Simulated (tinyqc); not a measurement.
Worked calculation: plane-wave Kohn-Sham cycle with exchange-only LDA in a layered model solid. One step of it, computed by the program tinyqc.

Problem. Iteration 2: potential. V_H(G) = 4 pi rho(G)/G^2 for G != 0 (uniform background); v_x = -(3 rho/pi)^(1/3); V = V_ext + V_H + v_x; Fourier components f(G_m) = (1/N) sum_j f(x_j) exp(-i G_m x_j).

A solid whose potential varies along x alone (atomic units):
```
parameter                      value
period a                   16.200000
cross-section of the cell  14.000000
electrons per cell                 2
grid points                       16
plane waves -n..n, n               2
k points                           2
V1 in V1 cos(2 pi x/a)     -0.660000
```

density after iteration 1 (e/bohr^3): 0.01202239  0.01092242  0.00877763  0.00752451  0.00762423  0.00817709  0.00851066  0.00864935  0.00869931  0.00864935  0.00851066  0.00817709  0.00762423  0.00752451  0.00877763  0.01092242

Give: Potentials on the grid; V(G_m), m = 0, 1, 2, ....

Solution.

Potentials on the grid (hartree):
```
x          V_ext      V_H      v_x        V
0.0000   -0.6600   0.1136  -0.2256  -0.7720
1.0125   -0.6098   0.0942  -0.2185  -0.7340
2.0250   -0.4667   0.0489  -0.2031  -0.6209
3.0375   -0.2526   0.0031  -0.1930  -0.4425
4.0500         0  -0.0277  -0.1938  -0.2215
5.0625    0.2526  -0.0435  -0.1984   0.0107
6.0750    0.4667  -0.0507  -0.2011   0.2149
7.0875    0.6098  -0.0538  -0.2021   0.3538
8.1000    0.6600  -0.0546  -0.2025   0.4028
9.1125    0.6098  -0.0538  -0.2021   0.3538
10.1250   0.4667  -0.0507  -0.2011   0.2149
11.1375   0.2526  -0.0435  -0.1984   0.0107
12.1500        0  -0.0277  -0.1938  -0.2215
13.1625  -0.2526   0.0031  -0.1930  -0.4425
14.1750  -0.4667   0.0489  -0.2031  -0.6209
15.1875  -0.6098   0.0942  -0.2185  -0.7340
```

V(G_m), m = 0, 1, 2, ... (hartree): -0.2030  -0.2946  0.0092  0.0008  0.0000
